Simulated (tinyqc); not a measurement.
Leakage through a gate insulator: direct, Fowler-Nordheim, trap-assisted and Poole-Frenkel currents: one step, computed by the program tinyqc.

Electrons enter from the cathode Fermi level at x = 0; the conduction band of the insulator lies phi_b - e F x above it, F = V/t. WKB exponents use a parabolic band with mass m.

Task: Poole-Frenkel bound. Poole-Frenkel emission over the lowered barrier of a charged trap: lowering sqrt(e F/(pi eps_opt eps_0)); J_PF = e N_t^(2/3) nu_0 exp(-(phi_t - lowering)/k_B T), one sheet of traps emitting with supply unlimited (an upper bound).

Inputs (values chosen for the exercise, with an insulator like SiO2):

| quantity | value | unit |
|---|---|---|
| thickness t | 1.7 | nm |
| optical constant eps_opt | 2.2 | - |
| voltage across the insulator V | 0.81 | V |
| trap depth phi_t | 1.7 | eV |
| trap density N_t | 1e+19 | cm^-3 |
| attempt rate nu_0 | 6e+13 | 1/s |
| temperature T | 200 | K |

Constants: e = 1.602176634e-19 C; eps_0 = 8.8541878128e-12 F/m; k_B = 8.617333262e-05 eV/K.

Give: barrier lowering; Poole-Frenkel bound J_PF.

Result:

barrier lowering = 1.1169 eV

Poole-Frenkel bound J_PF = 9.0354e-08 A/cm^2

Caution: the film is too thin for the Poole-Frenkel picture (the lowering is a large part of the whole drop, or the traps are further apart than the film is thick), so J_PF is only nominal.
